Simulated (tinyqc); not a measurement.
CIS and TDHF on RHF in the sto-6g basis, for Li+, spin multiplicity 1, step by step. One step of it, computed by the program tinyqc.

Question. CIS matrix, singlets. A(ia,jb) = (e_a - e_i) d_ij d_ab + 2 (ia|jb) - (ij|ab).

orbital energies (hartree): MO1 -2.776764, MO2 -0.178551, MO3 -0.095909, MO4 -0.095909, MO5 -0.095909

Two-electron integrals over orbitals (pq|rs), unique and non-zero (hartree):
```
(11|11) 1.667805    (21|11) -0.182217   (21|21) 0.031344    (22|11) 0.404780
(22|21) -0.009899   (22|22) 0.283189    (31|31) 0.009946    (32|31) 0.013403
(32|32) 0.060943    (33|11) 0.397011    (33|21) -0.005643   (33|22) 0.286209
(33|33) 0.313125    (41|41) 0.009946    (42|41) 0.013403    (42|42) 0.060943
(43|43) 0.016875    (44|11) 0.397011    (44|21) -0.005643   (44|22) 0.286209
(44|33) 0.279374    (44|44) 0.313125    (51|51) 0.009946    (52|51) 0.013403
(52|52) 0.060943    (53|53) 0.016875    (54|54) 0.016875    (55|11) 0.397011
(55|21) -0.005643   (55|22) 0.286209    (55|33) 0.279374    (55|44) 0.279374
(55|55) 0.313125
```

Give: CIS matrix A, singlet.

Answer.

CIS matrix A, singlet (hartree):
```
       1>2    1>3    1>4    1>5
1>2  2.256  0.000  0.000  0.000
1>3  0.000  2.304  0.000  0.000
1>4  0.000  0.000  2.304  0.000
1>5  0.000  0.000  0.000  2.304
```
